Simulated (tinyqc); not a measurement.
Inputs raised by 2 %, one at a time: configuration-coordinate model of a defect: Huang-Rhys factor and luminescence line shape. Computed by tinyqc, a small Python program. Command: `OMP_NUM_THREADS=1 python tinyqc.py 3030801 3030802 out.jsonl ccline sens`. One thread of a shared host (Intel(R) Xeon(R) Processor @ 2.30GHz), about 0.05 s of CPU time with the checks.

Ground state E_g(Q) = (1/2) omega_g^2 Q^2; excited state E_e(Q) = E_0 + (1/2) omega_e^2 (Q - dQ)^2 with omega_e = omega_g and E_0 = E_ZPL. Q is mass-weighted; the dipole does not depend on Q (Condon approximation).

Inputs (values chosen for the exercise, for a model defect in a wide-gap host):

| quantity | value | unit |
|---|---|---|
| zero-phonon energy E_ZPL | 2.09 | eV |
| displacement dQ | 0.497 | u^(1/2) angstrom |
| ground-state phonon hbar omega_g | 94.9 | meV |
| temperature T | 4 | K |
| refractive index n_r | 2.39 | - |
| transition dipole mu | 2.3 | e angstrom |
| quenching prefactor nu_0 | 2e+11 | 1/s |

Modes: equal frequencies in both states.

Constants: hbar^2/u = 4.18015928e-03 eV angstrom^2; hbar = 6.582119569e-16 eV s; e = 1.602176634e-19 C; eps_0 = 8.8541878128e-12 F/m; hbar = 1.054571817e-34 J s; c = 299792458 m/s; k_B = 8.617333262e-05 eV/K.

Method. S = hbar omega dQ^2/(2 hbar^2/u) for each state; relaxation energy S hbar omega; absorption at E_0 + S_e hbar omega_e, emission at E_0 - S_g hbar omega_g; the Stokes shift is their difference. The curves cross at the root Q_c nearest dQ; the barrier is (1/2) omega_e^2 (Q_c - dQ)^2, with (1/2) omega^2 = (hbar omega)^2/(2 hbar^2/u). k_r = n_r omega^3 mu^2/(3 pi eps_0 hbar c^3) at the vertical emission energy, without local-field correction; k_nr = nu_0 exp(-barrier/k_B T) (Mott-Seitz); yield = k_r/(k_r + k_nr); T_1/2 = barrier/(k_B ln(nu_0/k_r)).

Runs:

| input moved | from | to | S_g | Stokes shift (eV) | classical barrier (eV) | quenching temperature T_1/2 (K) |
|---|---|---|---|---|---|---|
| base run | - | - | 2.804 | 0.5322 | 3.126 | 5553 |
| displacement dQ (u^(1/2) angstrom) | 0.497 | 0.50694 | 2.917 | 0.5537 | 2.969 | 5260 |
| ground-state phonon hbar omega_g (meV) | 94.9 | 96.798 | 2.860 | 0.5537 | 2.969 | 5260 |
| zero-phonon energy E_ZPL (eV) | 2.09 | 2.1318 | 2.804 | 0.5322 | 3.270 | 5871 |
| temperature T (K) | 4 | 4.08 | 2.804 | 0.5322 | 3.126 | 5553 |
| transition dipole mu (e angstrom) | 2.3 | 2.346 | 2.804 | 0.5322 | 3.126 | 5587 |
| refractive index n_r | 2.39 | 2.4378 | 2.804 | 0.5322 | 3.126 | 5570 |

Exponents ln(y'/y) / ln(x'/x):

| input | S_g | Stokes shift | classical barrier | quenching temperature T_1/2 |
|---|---|---|---|---|
| displacement dQ | 2 | 2 | -2.597 | -2.734 |
| ground-state phonon hbar omega_g | 1 | 2 | -2.597 | -2.734 |
| zero-phonon energy E_ZPL | 0 | 0 | 2.288 | 2.817 |
| temperature T | 0 | 0 | 0.000 | 0.000 |
| transition dipole mu | 0 | 0 | 0.000 | 0.307 |
| refractive index n_r | 0 | 0 | 0.000 | 0.153 |

Among the inputs moved here: S_g answers most in size to displacement dQ (exponent +2.000), next to ground-state phonon hbar omega_g (+1.000); its exponent is below 0.0005 for zero-phonon energy E_ZPL, temperature T, transition dipole mu, refractive index n_r. Its exponent +2.000 in displacement dQ: S goes as dQ^2. Its exponent +1.000 in ground-state phonon hbar omega_g: S goes as omega at fixed dQ. Stokes shift answers most in size to displacement dQ (exponent +2.000), and about equally to ground-state phonon hbar omega_g (+2.000); its exponent is below 0.0005 for zero-phonon energy E_ZPL, temperature T, transition dipole mu, refractive index n_r. Its exponent +2.000 in displacement dQ: relaxation energies go as omega^2 dQ^2. Classical barrier answers most in size to displacement dQ (exponent -2.597), and about equally to ground-state phonon hbar omega_g (-2.597); its exponent is below 0.0005 for temperature T, transition dipole mu, refractive index n_r. Quenching temperature T_1/2 answers most in size to zero-phonon energy E_ZPL (exponent +2.817), next to displacement dQ (-2.734); its exponent is below 0.0005 for temperature T.

Caution (all rows): the curves cross far outside the range of the harmonic model, so the barrier and T_1/2 have no quantitative meaning.

Extremes, crossings and ranges named in words are read from the listed rows.
